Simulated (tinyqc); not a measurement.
# Worked calculation: surface potential of a MOS transistor: implicit equation and explicit approximations

Program tinyqc, `OMP_NUM_THREADS=1 python tinyqc.py 2122123 2122124 out.jsonl`; Intel Xeon 2.30GHz, shared host, one thread, about 0.01 s. Printed values are rounded.

p-type body, charge-sheet picture, depletion and inversion only, full ionisation (an idealisation for deep acceptors), Boltzmann statistics (rough once Na exp(x - xn) passes about Nc/7). In units of Vt: xg = (Vg - Vfb)/Vt, x = psi/Vt, G = gamma/sqrt(Vt), xn = (2 phiF + Vc)/Vt. The implicit equation is (xg - x)^2 = G^2 [x - 1 + exp(x - xn)] for x above about 3. Cox = eps0 eox/tox.

Values chosen for this exercise; band and dielectric values close to those of silicon: temperature T = 300 K; band gap Eg = 1.1 eV; relative permittivity eps_r = 11.8; conduction-band density of states at T Nc = 2.84e19 cm^-3; valence-band density of states at T Nv = 2.65e19 cm^-3; relative permittivity of the gate insulator (close to silicon dioxide) eox = 3.9; insulator thickness tox = 20 nm; acceptor density Na = 1.7e17 cm^-3; flat-band voltage Vfb = -0.75 V; channel-body voltage Vc = 0.5 V; gate-body voltage Vg = 2.22 V.

Constants: q = 1.602176634e-19 C, kB = 1.380649e-23 J/K, Vt = kB T/q, eps0 = 8.8541878128e-14 F/cm where lengths are in cm. Results are converted to the units shown.

## Scales

ni = sqrt(Nc Nv) exp(-Eg/(2 Vt)), Eg in volts; phiF = Vt ln(Na/ni); gamma = sqrt(2 q eps0 eps_r Na)/Cox; VT = Vfb + Vt (xn + G sqrt(xn - 1)).

phiF = 0.418576 V
gamma = 1.38174 V^0.5
G = 8.59369
xn = 51.7233
VT = 2.16941 V
xg = 114.885

## Explicit approximation

Depletion value a = 1 + [sqrt(G^2/4 + xg - 1) - G/2]^2; inversion value b = xn + ln[(xg - xn)^2/G^2 - xn + 1] and first guess y = min(a, b) - ln(1 + exp(-|a - b|)) if a > xn + 1, else b = y = a; one second-order correction with D = exp(y - xn), p = 2 (xg - y) + G^2 (1 + D), w = (xg - y)^2 - G^2 (y - 1 + D): z = y + 2 w/(p + sqrt(p^2 - 2 (2 - G^2 D) w)), or the Newton step z = y + w/p where the root is not real.

a = 52.9466
b = 52.9159
y = 52.2380
p = 322.701
w = 17.0629
z = 52.2903

The root of the implicit equation is x = 52.2903; y misses it by -0.052 and z by 9.1e-6, in units of Vt.

## Starting value

x = a rounded to two decimals.

x at the start = 52.95

## Iteration 1: new x

D = exp(x - xn), f = (xg - x)^2 - G^2 (x - 1 + D), f' = -2 (xg - x) - G^2 (1 + D), x(new) = x - f/f'.

D = 3.40990
f = -252.500
f' = -449.547
x after iteration 1 = 52.3883

## Iteration 2: new x

As before.

D = 1.94451
f = -32.9077
f' = -342.449
x after iteration 2 = 52.2922

## Iteration 3: new x

As before.

D = 1.76634
f = -0.633071
f' = -329.484
x after iteration 3 = 52.2903

## Course of the iteration

Stop when the step is below 1e-11, or after 60 iterations.

Course of the iteration:
```
iteration  x before the step       step
1                      52.95     -0.562
2                    52.3883    -0.0961
3                    52.2922   -1.92e-3
4                    52.2903   -7.20e-7
5                    52.2903  -1.07e-13
```

Converged in 5 iterations.

## Potential, charges and gate control

converged x = 52.2903

psi = Vt x; N_dep = Cox Vt G sqrt(x - 1)/q; N_inv = (Cox Vt G/q) [sqrt(x - 1 + exp(x - xn)) - sqrt(x - 1)]; dpsi/dVg = 1/[1 + G^2 (1 + exp(x - xn))/(2 (xg - x))].

psi = 1.35181 V
N_dep = 1.71461e12 cm^-2
N_inv = 2.9218e10 cm^-2
dpsi/dVg = 0.380239

psi lies 0.57 Vt above 2 phiF + Vc.
